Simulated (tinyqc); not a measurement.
# Depth and level of a trap from the time ratio

Question. For an oxide trap tc/te = exp(E/Vt) with E = E0 - dpsi - (xt/tox)(Vg - VT - dpsi), dpsi being the rise of the surface potential above its value at threshold. Find xt and E0, and the depth that would be read if dpsi were ignored.

Values chosen for this exercise:
```
symbol  value  unit              meaning
T         250     K          temperature
tox       2.7    nm  insulator thickness
```

Constants: q = 1.602176634e-19 C, kB = 1.380649e-23 J/K, Vt = kB T/q. Results are converted to the units shown.

Vg - VT (V): [0.21, 0.36]
tc/te: [2.8069597, 0.11514172]
dpsi (V): [0.054353579, 0.067333311]

Answer. E + dpsi is a straight line in the oxide voltage Vg - VT - dpsi with slope -xt/tox and intercept E0. Ignoring dpsi assigns the motion of the bands to the trap and overstates its depth.

xt = 1.100 nm
E0 = 0.1400 eV
depth read without dpsi = 1.238 nm

Numbers from tinyqc (`OMP_NUM_THREADS=1 python tinyqc.py 2710169 2710170 out.jsonl`; about 0.01 s on one thread of a shared Intel Xeon 2.30GHz).
